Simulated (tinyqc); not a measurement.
Five forms on the same table: equation-of-state fits to an energy-volume table made by a known binding curve. Computed by tinyqc, a small Python program. Command: `OMP_NUM_THREADS=1 python tinyqc.py 3023140 3023141 out.jsonl eosfit walk`. One thread of a shared host (Intel(R) Xeon(R) Processor @ 2.30GHz), about 0.03 s of CPU time with the checks.

With x = (V/V_0)^(1/3), the energy per atom is E = -D [1 + eta (x - 1)] exp(-eta (x - 1)), so that B0 = D eta^2/(9 V_0) and B' = 1 + 2 eta/3. B' = dB/dP at P = 0.

Inputs (values chosen for the exercise, for a model crystal):
```
quantity                                  value             unit
cohesive energy D                          4.56          eV/atom
true volume V_0                            15.3  angstrom^3/atom
stiffness eta                              7.18                -
half-width of the volume window w          0.08                -
shift of the window centre s             -0.027                -
points N                                      5                -
compression V/V_0 for the pressure test     0.7                -
noise amplitude                             0.3              meV
```

Binding curve: universal binding. Noise: added.

Constants: 1 eV/angstrom^3 = 160.2176634 GPa.

Method:
- B0 and B' from the formulas above; P = -dE/dV at V = c V_0 (c the compression chosen), from the curve itself.
- Table: V_j = V_0 [1 + s + w (2 j/(N - 1) - 1)], j = 0..N-1, rounded to 0.001; E_j from the curve plus the noise amplitude times the listed numbers xi_j (xi_0 first), rounded to 1e-7 eV.
- Murnaghan: E = E0 + (B0 V/B') [(V0/V)^B'/(B' - 1) + 1] - B0 V0/(B' - 1), P = (B0/B') [(V0/V)^B' - 1].
- Birch-Murnaghan: E = E0 + (9 V0 B0/16) [y^3 B' + y^2 (2 - 4 y)], y = (V0/V)^(2/3) - 1; P = (3 B0/2) (x^7 - x^5) [1 + (3/4)(B' - 4)(x^2 - 1)], x = (V0/V)^(1/3).
- Vinet: E = E0 + (9 B0 V0/h^2) {1 + [h (1 - x) - 1] exp(h (1 - x))}, P = 3 B0 (1 - x) x^-2 exp(h (1 - x)), x = (V/V0)^(1/3), h = (3/2)(B' - 1).
- All are least-squares fits to the energies; for polynomials in V, B0 = V E'' and B' = -1 - V E'''/E'' at the minimum.

numbers xi_j, drawn evenly from -1 to 1: 0.4299  -0.4107  -0.9783  -0.1057  -0.6923

exact B0 = 273.521 GPa

exact B' = 5.78667

exact pressure at c V_0 = 260.922 GPa

Table:
```
V (angstrom^3)      E (eV)
13.663          -4.3672059
14.275          -4.4916138
14.887          -4.5501711
15.499          -4.5578861
16.111          -4.5275753
```

Fitted values:
```
form             V0 (angstrom^3)  B0 (GPa)       B'  P at c V_0 (GPa)
exact                     15.300    273.52   5.7867            260.92
parabola in V             15.347    337.89  -1.0000                 -
cubic in V                15.289    276.82   7.2115                 -
Murnaghan                 15.301    272.58   5.5785            308.67
Birch-Murnaghan           15.300    272.94   5.8450            273.06
Vinet                     15.299    273.04   5.9005            265.41
```

In B0 the Vinet form comes closest (-0.18 %) and the parabola in V form misses most (+23.53 %). A parabola in V has no third derivative, so its B' is -1 by construction. At c V_0, beyond the window, the pressure errors are Murnaghan +18.3 %, Birch-Murnaghan +4.7 %, Vinet +1.7 %; Murnaghan keeps B linear in P and so runs too stiff under compression.

Extremes, crossings and ranges named in words are read from the listed rows.
